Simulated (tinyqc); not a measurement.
Charge control and current of a heterostructure field-effect transistor: one step, computed by the program tinyqc. Command: `OMP_NUM_THREADS=1 python tinyqc.py 3019313 3019314 out.jsonl hemt walk`. One thread of a shared host (Intel(R) Xeon(R) Processor @ 2.30GHz), about 0.01 s of CPU time with the checks.

Two subbands in a triangular well; E_F is counted from the conduction band edge of the channel at the interface.

Task: Threshold and barrier capacitance. Threshold V_T = phi_B - dE_c - e N_d (d - spacer)/(eps eps_0) (in volts); C_b = eps eps_0/d.

Inputs (values chosen for the exercise, modelled on AlGaAs/GaAs): permittivity eps (barrier and channel) = 12.6; barrier thickness d = 42 nm; Schottky barrier phi_B = 0.92 eV; conduction band offset dE_c = 0.22 eV; delta-doping density N_d = 3.7e+12 1/cm^2; spacer between delta layer and channel = 2.4 nm.

Charge source: delta doping. Velocity law: two-piece.

Constants: e = 1.602176634e-19 C; eps_0 = 8.8541878128e-12 F/m.

Give: threshold voltage V_T; barrier capacitance C_b.

Result:

threshold voltage V_T = -1.404 V

barrier capacitance C_b = 0.2656 microfarad/cm^2

The device is normally on.
